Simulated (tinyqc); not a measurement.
# Resistance of a source-drain extension with a graded tip: effects of single changes

y runs along the channel, the gate covers y > 0. The doping is N0 for y < y0 and N0 10^(-(y - y0)/la) beyond, uniform over the depth xj. Sheet conductance s(y) = q mu(N) max(N - Nch, 0) xj + (for y > 0) ma Cox Vo, with mu(N) = u0 + (u1 - u0)/(1 + (N/Nr)^au) and Cox = eps0 eox/tox. Current is taken as one-dimensional; depletion of the tip, spreading and the contact are left out. The metallurgical junction lies at yj, where N = Nch.

Values chosen for this exercise; mobility law close to that of holes in silicon: relative permittivity of the gate insulator (close to silicon dioxide) eox = 3.9; insulator thickness tox = 2 nm; active doping of the extension far from the gate N0 = 5.2e19 cm^-3; lateral abruptness la = 2.7 nm/decade; position under the gate where the fall begins (gate edge at 0) y0 = 4.7 nm; depth of the extension xj = 15 nm; channel doping Nch = 8.8e17 cm^-3; spacer length Ls = 16 nm; gate overdrive Vo = 0.56 V; mobility of the gate-induced layer ma = 40 cm^2/(V s); mobility at low doping u1 = 470.5 cm^2/(V s); mobility at high doping u0 = 44.9 cm^2/(V s); reference doping Nr = 2.23e17 cm^-3; exponent au = 0.719; gate length Lg = 50 nm.

Constants: q = 1.602176634e-19 C, eps0 = 8.8541878128e-14 F/cm where lengths are in cm. Results are converted to the units shown.

Each table varies one quantity; the others keep the values above.

## Abruptness at a fixed junction position

R_spacer = integral of dy/s from -Ls to 0, R_ov from 0 to yj, R_channel = (Lg - 2 yj)/(ma Cox Vo), R_total = 2 R_spacer + 2 R_ov + R_channel. Electrical length L_eff = ma Cox dR_total/d(1/Vo); R_series = R_total - L_eff/(ma Cox Vo). y0 is moved with la so that yj stays at 9.4831 nm.

The same in every row: yj (nm) = 9.483; R_channel (ohm um) = 802.4.

Result of one run:

| la (nm/decade) | R_spacer (ohm um) | R_ov (ohm um) | R_total (ohm um) | L_eff (nm) | R_series (ohm um) |
|---|---|---|---|---|---|
| 3.6 | 24.49 | 59.38 | 970.2 | 33.24 | 110.7 |

What becomes of these results when the lateral abruptness la is changed from 3.6 to 10 nm/decade, all else the same?

Result of the changed run:

| la (nm/decade) | R_spacer (ohm um) | R_ov (ohm um) | R_total (ohm um) | L_eff (nm) | R_series (ohm um) |
|---|---|---|---|---|---|
| 10 | 44.24 | 125.1 | 1141 | 36.79 | 189.9 |

The whole series:

| la (nm/decade) | R_spacer (ohm um) | R_ov (ohm um) | R_total (ohm um) | L_eff (nm) | R_series (ohm um) |
|---|---|---|---|---|---|
| 1 | 24.49 | 26.39 | 904.2 | 31.69 | 84.82 |
| 2.3 | 24.49 | 42.88 | 937.2 | 32.46 | 97.78 |
| 3.6 | 24.49 | 59.38 | 970.2 | 33.24 | 110.7 |
| 4.9 | 24.49 | 75.87 | 1003 | 34.01 | 123.7 |
| 6.1 | 25.02 | 90.63 | 1034 | 34.72 | 135.9 |
| 7.4 | 28.49 | 104.2 | 1068 | 35.46 | 151.0 |
| 8.7 | 35.00 | 115.5 | 1104 | 36.15 | 168.8 |
| 10 | 44.24 | 125.1 | 1141 | 36.79 | 189.9 |

As la goes from 1 to 10 nm/decade, R_total rises from 904 to 1140 ohm um, R_spacer rises from 24.5 to 44.2 ohm um and R_ov rises from 26.4 to 125 ohm um. R_total changes on average by 26.3 ohm um for each nm/decade. L_eff exceeds the metallurgical length by 0.655 nm in the first row and 5.75 nm in the last, since the gate also controls the lightly doped tips.

## Effect of the active doping of the extension far from the gate

Same model as above.

Effect of the active doping of the extension far from the gate:

| N0 (cm^-3) | yj (nm) | R_spacer (ohm um) | R_ov (ohm um) | R_channel (ohm um) | R_total (ohm um) | L_eff (nm) | R_series (ohm um) |
|---|---|---|---|---|---|---|---|
| 2e19 | 8.363 | 57.03 | 53.43 | 860.4 | 1081 | 35.03 | 175.4 |
| 3.1e19 | 8.877 | 38.91 | 50.52 | 833.8 | 1013 | 33.95 | 134.8 |
| 4.7e19 | 9.365 | 26.84 | 48.39 | 808.6 | 959.0 | 32.94 | 107.2 |
| 7.2e19 | 9.865 | 18.18 | 46.76 | 782.7 | 912.6 | 31.93 | 87.05 |
| 1.1e20 | 10.36 | 12.26 | 45.60 | 757.0 | 872.7 | 30.93 | 73.05 |
| 1.7e20 | 10.87 | 8.121 | 44.75 | 730.6 | 836.3 | 29.90 | 63.19 |
| 2.6e20 | 11.37 | 5.405 | 44.18 | 704.8 | 804.0 | 28.90 | 56.66 |
| 4e20 | 11.88 | 3.561 | 43.79 | 678.7 | 773.4 | 27.89 | 52.21 |

As N0 goes from 2e19 to 4e20, R_total falls from 1080 to 773 ohm um, L_eff falls from 35.0 to 27.9 nm and R_series falls from 175 to 52.2 ohm um.

Numbers from tinyqc (`OMP_NUM_THREADS=1 python tinyqc.py 2282171 2282172 out.jsonl`; about 0.04 s on one thread of a shared Intel Xeon 2.30GHz).
